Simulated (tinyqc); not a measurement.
Size effects in the resistivity of thin metal films and interconnect lines: one step, computed by the program tinyqc.

Electrons lose their drift at surfaces (a share 1 - p of the hits) and at grain boundaries (reflection R), besides bulk scattering.

Problem. Grain boundaries. Mayadas-Shatzkes: alpha = (lambda/D) R/(1 - R); rho_b/rho = 1 - 3 alpha/2 + 3 alpha^2 - 3 alpha^3 ln(1 + 1/alpha).

Inputs (values chosen for the exercise, modelled on platinum): bulk mean free path lambda = 7.2 nm; grain-boundary reflection R = 0.1.

Geometry: film.

grain size D = 6.93 nm

Give: alpha; rho/rho_b from grains.

Solution.

alpha = 0.11544

rho/rho_b from grains = 1.1677

The linear estimate 1 + 3 alpha/2 gives 1.173, within 2 %.
